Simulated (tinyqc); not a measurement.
Undoped symmetric double-gate MOSFET, analytic potential model: two steps of the calculation.

An undoped body of thickness ts between two equal insulators and tied gates; long channel, electrons only, n = ni exp((psi - V)/Vt) with V the quasi-Fermi potential (0 at the source, Vd at the drain), constant mobility, no quantisation. Across the body psi(x) = V - 2 Vt ln[(ts/(2 beta)) sqrt(q ni/(2 eps0 eps_r Vt)) cos(2 beta x/ts)], x from the centre. Q is the electron charge per area of the whole body.

Inputs (values chosen for the exercise); material values close to those of silicon:
```
symbol,value,unit,meaning
T,293,K,temperature
Eg,1.12,eV,band gap
eps_r,11.5,,relative permittivity of the semiconductor
Nc,2.69e19,cm^-3,conduction-band density of states at T
Nv,2.51e19,cm^-3,valence-band density of states at T
eox,7.47,,relative permittivity of the gate insulator
tox,1.7,nm,insulator thickness
ts,10,nm,body thickness
dphi,0.23,V,gate work function less that of the intrinsic body
```

Constants: q = 1.602176634e-19 C, kB = 1.380649e-23 J/K, Vt = kB T/q, eps0 = 8.8541878128e-14 F/cm where lengths are in cm. Results are converted to the units shown.

Question 1. Constants of the body. ni = sqrt(Nc Nv) exp(-Eg/(2 Vt)), Eg in volts; r = eps_r tox/(eox ts); V0 = dphi + 2 Vt ln[(2/ts) sqrt(2 eps0 eps_r Vt/(q ni))].

Give: ni; r; V0.

Answer 1.

ni = 6.0586e9 cm^-3
r = 0.26171
V0 = 0.71406 V

Question 2. Potential and electron density across the body at the source. psi(x) as above with V = 0 and beta = beta_s; n = ni exp(psi/Vt).

x/ts, point 0 to 6: 0  0.1  0.2  0.3  0.4  0.45  0.5
beta_s = 0.038759860
ni = 6.0586022e9 cm^-3

Find: psi; n.

Answer 2.

```
point  psi (V)  n (cm^-3)
0       0.3199   1.929e15
1       0.3199   1.929e15
2       0.3199   1.929e15
3       0.3199   1.930e15
4       0.3199   1.930e15
5       0.3200   1.931e15
6       0.3200   1.931e15
```

The density at the surface is 1.00 times that at the centre (1/cos^2 beta).

Program tinyqc, `OMP_NUM_THREADS=1 python tinyqc.py 2440014 2440015 out.jsonl`; Intel Xeon 2.30GHz, shared host, one thread, about 0.02 s.
